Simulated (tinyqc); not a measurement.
# Worked calculation: Schottky emission and Poole-Frenkel conduction in an insulator, and how to tell them apart

Computed by the program tinyqc: `OMP_NUM_THREADS=1 python tinyqc.py 2370089 2370090 out.jsonl`, one thread of a shared Intel Xeon 2.30GHz, about 0.01 s for the whole run. Printed values are rounded.

Schottky emission (electrode-limited): J = As T^2 exp[-(pb - b sqrt(F))/Vt], b = sqrt(q/(4 pi eps0 ei)). Poole-Frenkel emission (bulk-limited): J = s0 F exp[-(pt - 2 b sqrt(F))/Vt]. F in V/cm.

Parameters, values chosen for the exercise; dielectric values close to those of silicon nitride:
```
symbol  value          unit                               meaning
T         350             K                           temperature
ei       3.81                high-frequency relative permittivity
es       7.66                        static relative permittivity
pt       1.14            eV                            trap depth
s0      0.092          S/cm               Poole-Frenkel prefactor
pb       1.06            eV                     electrode barrier
As         57  A/(cm^2 K^2)                   Richardson constant
F         1.9         MV/cm                                 field
```

Constants: q = 1.602176634e-19 C, kB = 1.380649e-23 J/K, Vt = kB T/q, eps0 = 8.8541878128e-14 F/cm where lengths are in cm. Results are converted to the units shown.

Range of the model: At the field F a Fowler-Nordheim estimate for tunnelling through pb (mass 0.4 m0) gives 2.2e-4 A/cm^2, more than Schottky emission.

## Both currents at one field

Lowerings b sqrt(F) and 2 b sqrt(F); the image-force maximum lies at sqrt(q/(16 pi eps0 ei F)) from the electrode.

Schottky lowering = 267.9725 meV
position of the barrier top = 0.7051908 nm
Poole-Frenkel lowering = 535.9450 meV
J, Schottky = 2.749899e-5 A/cm^2
J, Poole-Frenkel = 3.503741e-4 A/cm^2

Injection and bulk transport act in series, so the smaller capacity limits the current: here the electrode, by a factor of 12.7.

## Which mechanism made these data

| point | F (MV/cm) | J (A/cm^2) |
|---|---|---|
| 0 | 1.12 | 1.083e-6 |
| 1 | 1.8 | 6.726e-6 |
| 2 | 2.48 | 3.023e-5 |
| 3 | 3.15 | 0.0001097 |
| 4 | 3.83 | 0.0003552 |
| 5 | 4.5 | 0.001024 |

The data come from another sample of the same dielectric, in which one mechanism alone limits the current. Fit straight lines by least squares: ln J on sqrt(F) (Schottky plot, slope b/Vt) and ln(J/F) on sqrt(F) (Poole-Frenkel plot, slope 2 b/Vt), F in V/cm, and read a permittivity from each slope. The right mechanism gives a value near ei, and in any case between ei and es.

slope of the Schottky plot = 0.006445530 (cm/V)^0.5
permittivity read as Schottky = 3.810243
slope of the Poole-Frenkel plot = 0.005147356 (cm/V)^0.5
permittivity read as Poole-Frenkel = 23.89800

Both plots are nearly straight, so straightness decides nothing. Read as Schottky the data give 3.81, which matches ei = 3.81; read as Poole-Frenkel they give 23.9, above even the static value 7.66. The data were made by Schottky emission.
